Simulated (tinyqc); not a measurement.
From results back to parameters: round or elliptic silicon nanowire with anisotropic valleys (Ritz method). Four cases, with inputs chosen for the exercise.

Problem. For a circular wire every level scales as 1/R^2. The lowest level of group A was computed from a hidden radius.

Wire along x = [110] on a (001) wafer, y = [-110], z = [001]. Valley groups (w = inverse masses): A, two valleys along z: w_y = 1/mt, w_z = 1/ml, m_x = mt; B, four valleys in the wafer plane: w_y = (1/ml + 1/mt)/2, w_z = 1/mt, m_x = (ml + mt)/2.

Hard wall on the ellipse (y/a)^2 + (z/b)^2 = 1, c = hbar^2/2m0. With u = y/a, v = z/b the operator is -c [(w_y/a^2) d2/du2 + (w_z/b^2) d2/dv2] on the unit disc. Basis (1 - u^2 - v^2) u^i v^j; S, X and Y are the disc integrals of f f', (df/du)(df'/du) and (df/dv)(df'/dv), from the integral of u^p v^q = 2 Gamma((p+1)/2) Gamma((q+1)/2)/((p + q + 2) Gamma((p+q+2)/2)) for even p, q; H = c (w_y X/a^2 + w_z Y/b^2).

Converged values use 21 functions of each parity class (e or o in u, then in v).

Constants: hbar^2/2m0 = 3.80998211 eV angstrom^2.

Case 1.

Values chosen (out of a larger set: near those of a Si nanowire; not measured data): ml = 0.922 m0 (longitudinal mass); mt = 0.186 m0 (transverse mass).

level = 0.273148 eV

Case 2.

Values chosen (out of a larger set: near those of a Si nanowire; not measured data): ml = 0.934 m0 (longitudinal mass); mt = 0.189 m0 (transverse mass).

level = 0.119542 eV

Case 3.

Values chosen (out of a larger set: near those of a Si nanowire; not measured data): ml = 0.923 m0 (longitudinal mass); mt = 0.187 m0 (transverse mass).

level = 0.174022 eV

Case 4.

Values chosen (out of a larger set: near those of a Si nanowire; not measured data): ml = 0.902 m0 (longitudinal mass); mt = 0.191 m0 (transverse mass).

level = 0.305493 eV

Find: E R^2/c; R.

Solution.

Case 1.

E R^2/c = 18.353
R = 16.0 angstrom

Solve once for R = 1 and scale. The mean inverse mass would give 2.404826^2 (1/mt + 1/ml)/2 = 18.682, 1.8 % too high.

Case 2.

E R^2/c = 18.073
R = 24.0 angstrom

Solve once for R = 1 and scale. The mean inverse mass would give 2.404826^2 (1/mt + 1/ml)/2 = 18.395, 1.8 % too high.

Case 3.

E R^2/c = 18.270
R = 20.0 angstrom

Solve once for R = 1 and scale. The mean inverse mass would give 2.404826^2 (1/mt + 1/ml)/2 = 18.596, 1.8 % too high.

Case 4.

E R^2/c = 18.041
R = 15.0 angstrom

Solve once for R = 1 and scale. The mean inverse mass would give 2.404826^2 (1/mt + 1/ml)/2 = 18.345, 1.7 % too high.

Computed by tinyqc, one run a case: `OMP_NUM_THREADS=1 python tinyqc.py N N+1 out.jsonl` with N = 1280205, 1280302, 1280309, 1280341; one thread of a shared Intel(R) Xeon(R) Processor @ 2.30GHz, about 0.09 s a run at most.
